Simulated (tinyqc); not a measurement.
Band bending at a free surface with a continuum of surface states, surface photovoltage and Kelvin probe: two steps of the calculation.

n-type bulk, xi = Ec - EF = Vt ln(Nc/Nd), p0 = ni^2/Nd, ni = sqrt(Nc Nv) exp(-Eg/(2 Vt)), Eg in volts. b is the upward band bending, u = b/Vt. Space charge per area, in units of q: Qc = sign(b) sqrt((2 eps0 eps_r Vt/q) [(Nd + dn)(exp(-u) - 1) + Nd u + (p0 + dn)(exp(u) - 1)]), with dn the excess density under light (flat quasi-Fermi levels; 0 in the dark). The states hold -Ds (E0 - xi - b): negative while the Fermi level lies above the neutrality level. Neutrality: Qc + Qf + (charge of the states) = 0.

Parameters, values chosen for the exercise; band and dielectric values close to those of gallium arsenide:
- T = 350 K (temperature)
- Eg = 1.43 eV (band gap)
- eps_r = 12.9 (relative permittivity)
- Nc = 5.54e17 cm^-3 (conduction-band density of states at T)
- Nv = 1.13e19 cm^-3 (valence-band density of states at T)
- chi = 4 eV (electron affinity)
- Nd = 5.5e16 cm^-3 (donor density)
- Qf = 7.8e10 cm^-2 (fixed positive charge at the surface)
- Ds = 2.1e12 cm^-2 eV^-1 (density of surface states)
- E0 = 0.64 eV (depth of their neutrality level below the conduction edge)

Constants: q = 1.602176634e-19 C, kB = 1.380649e-23 J/K, Vt = kB T/q, eps0 = 8.8541878128e-14 F/cm where lengths are in cm. Results are converted to the units shown.

Question 1. Bulk quantities. xi, ni, p0, the Debye length sqrt(eps0 eps_r Vt/(q Nd)) and the flat-band work function chi + xi.

Wanted: xi; ni; p0; Debye length; chi + xi.

Answer 1.

xi = 0.069666 eV
ni = 1.2669e8 cm^-3
p0 = 0.29183 cm^-3
Debye length = 19.772 nm
chi + xi = 4.0697 eV

Question 2. Band bending in the dark. Fixed-point step: b(new) = E0 - xi - (Qc(b) + Qf)/Ds.

b after iteration 1 = 0.25672354 V

Give: b after iteration 2.

Answer 2.

b after iteration 2 = 0.3325 V

Computed by the program tinyqc: `OMP_NUM_THREADS=1 python tinyqc.py 2430159 2430160 out.jsonl`, one thread of a shared Intel Xeon 2.30GHz, about 0.01 s for the whole run.
